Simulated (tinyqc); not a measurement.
Extended Hueckel theory, for H4, step by step. One step of it, computed by the program tinyqc.

Question. Mulliken analysis. P = C n C^T; charge = valence electrons (H 1) minus the sum of (P S)_ii on the atom; overlap population = 2 sum P_ij S_ij between two atoms.

coefficients:
```
            MO1        MO2        MO3        MO4
1H 1s  0.309474   0.497827   0.872911  -0.865584
2H 1s  0.386505   0.356000  -0.698938   1.210426
3H 1s  0.386505  -0.356000  -0.698938  -1.210426
4H 1s  0.309474  -0.497827   0.872911   0.865584
```

occupations: 2.000000  2.000000  0.000000  0.000000

overlap S, lower triangle:
```
          1H 1s     2H 1s     3H 1s     4H 1s
1H 1s  1.000000
2H 1s  0.662368  1.000000
3H 1s  0.137610  0.398944  1.000000
4H 1s  0.040385  0.137610  0.662368  1.000000
```

Give: charges; Overlap populations.

Answer.

charges: 1H -0.052, 2H 0.052, 3H 0.052, 4H -0.052

Overlap populations:
```
pair      value
2-1    0.786467
3-1   -0.031713
3-2    0.036144
4-1   -0.024564
4-2   -0.031713
4-3    0.786467
```
